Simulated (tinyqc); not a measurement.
Gate-all-around wire, scale length and short-channel effects: one step of the calculation.

A round wire of diameter ts in an insulator shell of thickness ti under a surrounding gate. Below threshold the potential that source and drain add obeys Laplace's equation and vanishes on the gate. Its lowest mode decays along the channel as exp(-k y); k is the smallest positive root of the matching condition at the interface, and the scale length is Lambda = pi/k.

Problem. Decay constant by Newton steps. f(k) = ei J0(u)[J1(u) Y0(v) - Y1(u) J0(v)] - eps_r J1(u)[J0(u) Y0(v) - Y0(u) J0(v)], u = k ts/2, v = u + k ti; f' by a central difference with +/- 1e-5 1/nm; k(new) = k - f/f'.

Inputs (values chosen for the exercise); permittivities: semiconductor close to that of germanium, insulator close to that of silicon nitride:
```
symbol  value  unit                                     meaning
eps_r    15.8        relative permittivity of the semiconductor
ei       7.55            relative permittivity of the insulator
ti        1.8    nm                         insulator thickness
ts       11.1    nm                               wire diameter
```

k at the start = 0.2625 1/nm

Find: f; f'; k after iteration 1.

Solution.

f = 0.08978
f' = -18.41 nm
k after iteration 1 = 0.2674 1/nm

Computed by the program tinyqc: `OMP_NUM_THREADS=1 python tinyqc.py 2420151 2420152 out.jsonl`, one thread of a shared Intel Xeon 2.30GHz, about 0.02 s for the whole run.
